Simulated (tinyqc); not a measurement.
Sputter depth profiling of a dopant layer: erosion rate, quantification and the mixing-roughness response: one step, computed by the program tinyqc.

A rastered ion beam erodes silicon (49.94 atoms per nm^3). The measured profile is the true one convolved with a depth response.

Question. Erosion and sensitivity. Scaling chosen for the exercise: yield Y = Y1 E^0.5, mixing length w = w1 E^0.5 (E in keV). Erosion rate = Y I/(e x raster^2 x density); depth step = rate x counting time; concentration = RSF x counts/matrix counts; detection limit = RSF x 3 sqrt(background x time)/(matrix rate x time).

Inputs (values chosen for the exercise, modelled on a dopant in silicon under an oxygen or caesium beam): beam energy E = 1 keV; beam current = 48 nA; raster side = 250 um; sputter yield at 1 keV = 1.2; mixing length at 1 keV = 2.1 nm; relative sensitivity factor RSF = 5.3e+21 1/cm^3; matrix count rate = 2e+06 1/s; background count rate = 0.34 1/s; counting time per point = 2 s.

True profile: box.

Constants: e = 1.602176634e-19 C.

Give: yield Y; mixing length w; erosion rate; depth step; detection limit.

Answer.

yield Y = 1.2

mixing length w = 2.1 nm

erosion rate = 0.1152 nm/s

depth step = 0.2304 nm

detection limit = 3.278e+15 1/cm^3

Caution: with so few background counts Poisson statistics, not 3 sqrt(N), set the true limit.
